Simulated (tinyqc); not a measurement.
Worked calculation: one anharmonic mode: perturbation theory, self-consistent phonons and exact levels. Computed by tinyqc, a small Python program that keeps every step. Command: `OMP_NUM_THREADS=1 python tinyqc.py 3009772 3009773 out.jsonl scp walk`. One thread of a shared host (Intel(R) Xeon(R) Processor @ 2.30GHz), about 0.02 s of CPU time with the checks. Intermediate numbers are printed to about 5 digits and carried at full precision; extremes and crossings named in words are read from the listed rows.

V(x) = k x^2/2 + b x^4 for one coordinate x of mass M. A constant K > 0 gives hbar Omega = sqrt((hbar^2/u) K/M) with K in eV/angstrom^2 and M in u.

Inputs (values chosen for the exercise, for a model mode): mode mass M = 90.9 u; harmonic constant k = 3.68 eV/angstrom^2; quartic constant b = 286 eV/angstrom^4; temperature T = 170 K; mixing = 0.7; basis size N of the small matrix = 5.

Shape: single well.

Constants: hbar^2/u = 4.18015928e-03 eV angstrom^2; k_B = 8.617333262e-05 eV/K.

## Harmonic values and first-order shift

<x^2> = (hbar Omega/(2K)) coth(hbar Omega/(2 k_B T)) at K = k; first order in b shifts the quantum by 6 b <x^2> hbar Omega/k.

harmonic quantum = 13.009 meV

harmonic <x^2> = 0.0042391 angstrom^2

first-order shift = 25.714 meV

Caution: the first-order shift is large, so perturbation theory overshoots.

## Self-consistent cycle

Self-consistent phonon, centred at x = 0: K = k + 12 b <x^2>, <x^2> = (hbar Omega/(2K)) coth(hbar Omega/(2 k_B T)). Start at K = |k|; K(new) = K + mixing x (K_out - K), but at least K/20; stop when |K_out - K| < 1e-9 |k| or after 90 steps.

Iterations:
```
step  K (eV/angstrom^2)  hbar Omega (meV)   K_out    K_out - K
0                 3.680            13.009  18.228   1.4548e+01
1                13.864            25.250   8.163  -5.7012e+00
2                 9.873            21.308   9.640  -2.3311e-01
3                 9.710            21.131   9.726   1.6119e-02
4                 9.721            21.143   9.720  -1.2071e-03
5                 9.720            21.142   9.720   8.9913e-05
6                 9.720            21.143   9.720  -6.7000e-06
7                 9.720            21.143   9.720   4.9925e-07
8                 9.720            21.143   9.720  -3.7201e-08
9                 9.720            21.143   9.720   2.7720e-09
```

converged (1 yes, 0 no) = 1

self-consistent K = 9.7204 eV/angstrom^2

Converged at step 9.

## Self-consistent results

Its free energy is F = k_B T ln[2 sinh(hbar Omega/(2 k_B T))] + (k - K)<x^2>/2 + 3 b <x^2>^2, an upper bound to the exact one.

self-consistent quantum = 21.143 meV

self-consistent <x^2> = 0.0017600 angstrom^2

self-consistent free energy = 3.9668 meV

## Hamiltonian in a small basis

Basis: oscillator states n of the constant |k|, with x = s (a + a+), s^2 = hbar Omega/(2|k|); H = hbar Omega (n + 1/2) + (k - |k|) x^2/2 + b x^4, with exact matrix elements of x^2 and x^4.

H (meV):
```
[[9.18, 0.00, 7.58, 0.00, 4.38],
 [0.00, 32.92, 0.00, 21.89, 0.00],
 [7.58, 0.00, 67.37, 0.00, 43.33],
 [0.00, 21.89, 0.00, 112.54, 0.00],
 [4.38, 0.00, 43.33, 0.00, 168.44]]
```

## Levels in the small basis

Diagonalise H.

levels (meV): [8.20, 27.30, 52.06, 118.16, 184.73]

## Exact levels and averages

Exact values use 120 basis states: F = -k_B T ln sum exp(-E_n/(k_B T)), and <x^2> is the Boltzmann mean.

lowest exact levels (meV): [8.19, 26.81, 49.08, 73.87, 100.72, 129.33]

E_1 - E_0 = 18.618 meV

exact free energy = 3.7353 meV

exact <x^2> = 0.0018692 angstrom^2

The self-consistent free energy lies 0.232 meV above the exact one, and its <x^2> is -5.8 % off. The small basis misses E_0 by 0.0132 meV.

## Three descriptions against temperature

The classical <x^2> is int x^2 exp(-V/(k_B T)) dx / int exp(-V/(k_B T)) dx (2001 points over six exact widths each way).

Results; columns: (1) T (K); (2) hbar Omega, self-consistent (meV); (3) <x^2>, self-consistent; (4) <x^2>, exact; (5) F, self-consistent (meV); (6) F, exact (meV); (7) <x^2>, classical:
```
(1)     (2)        (3)        (4)      (5)      (6)         (7)
7.5  18.984  0.0012112  0.0012313   8.2332   8.1895  1.5473e-04
18   18.984  0.0012112  0.0012313   8.2332   8.1894  3.3024e-04
38   19.008  0.0012170  0.0012382   8.2233   8.1783  6.0020e-04
68   19.286  0.0012844  0.0013166   8.0053   7.9447  9.2489e-04
120  20.203  0.0015140  0.0015831   6.5544   6.4229   0.0013745
210  21.843  0.0019509  0.0020915   1.2254  0.90142   0.0019863
360  24.043  0.0025903  0.0028360  -12.891  -13.613   0.0027824
600  26.639  0.0034242  0.0038075  -43.777  -45.212   0.0037790
```

The self-consistent quantum hardens from 18.98 to 26.64 meV, since a wider spread samples the steep quartic walls. Its <x^2> misses by -1.6 % at the lowest T and -10.1 % at the highest; the excess in F runs from 0.044 to 1.435 meV. The classical value is 0.13 of the exact one at the lowest T and 0.993 at the highest.

Checks made by the program: dF/dK = 0 at the solution (relative difference below 1e-10).
